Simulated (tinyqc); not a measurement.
Six-transistor SRAM cell, nodal equations and margins: two steps of the calculation.

Two cross-coupled inverters (pull-down bn, pull-up bp) hold the nodes Q and QB; access transistors (ba, threshold VTn, gate on the word line at Vdd when selected) join them to the bit lines. Transistor (EKV form, voltages against the body): I = 2 n b Vt^2 [F(vp - Vs) - F(vp - Vd)] from drain to source, F(v) = ln^2(1 + exp(v/(2 Vt))), vp = (Vg - VT + sg |Vd - Vs|)/n. n-channel bodies are at 0; for the p-channel device all voltages are counted down from Vdd. b in uA/V^2 gives I in uA. For an access transistor the bit line is the drain and the node the source. In a read both bit lines are at Vdd. The cell is symmetric (no mismatch).

Values chosen for this exercise:
- T = 300 K (temperature)
- Vdd = 0.5 V (supply voltage)
- n = 1.13 (slope factor)
- sg = 0.095 (drain-induced barrier lowering)
- VTn = 0.36 V (n-channel threshold)
- VTp = 0.4 V (p-channel threshold (magnitude))
- bn = 240 uA/V^2 (gain factor of the pull-down transistor)
- ba = 240 uA/V^2 (gain factor of the access transistor)
- bp = 130 uA/V^2 (gain factor of the pull-up transistor)

Constants: q = 1.602176634e-19 C, kB = 1.380649e-23 J/K, Vt = kB T/q. Results are converted to the units shown.

Task 1. Node voltages in a read by Newton steps. F1 = In(gate QB, drain Q) - Ip(gate QB, drain Q) - Ia(bit line, Q), F2 the same with Q and QB exchanged; J by central differences with +/- 1e-6 V; solve J d = -F, limit each component to +/- 0.15 V and add.

(Q, QB) after iteration 1 (V): Q 0.04819755, QB 0.49999821

Wanted: F1, F2; J; (Q, QB) after iteration 2.

Result 1.

F1, F2 (uA): [-0.6497, 0.0000]

J (uS):

|  | Q | QB |
|---|---|---|
| F1 | 52.67 | 11.50 |
| F2 | 0.00 | 6.63 |

(Q, QB) after iteration 2 (V): Q 0.0605, QB 0.5000

Task 2. Read current and disturbance. Iread = Ia(bit line at Vdd, source Q); cell ratio bn/ba; time to pull a bit line of 20 fF down by 0.1 V at that current.

(Q, QB) (V): Q 0.061408931, QB 0.49998773

Wanted: Iread; cell ratio; time.

Result 2.

Iread = 1.5357 uA
cell ratio = 1.0000
time = 1302.3 ps

Numbers from tinyqc (`OMP_NUM_THREADS=1 python tinyqc.py 2340059 2340060 out.jsonl`; about 0.1 s on one thread of a shared Intel Xeon 2.30GHz).
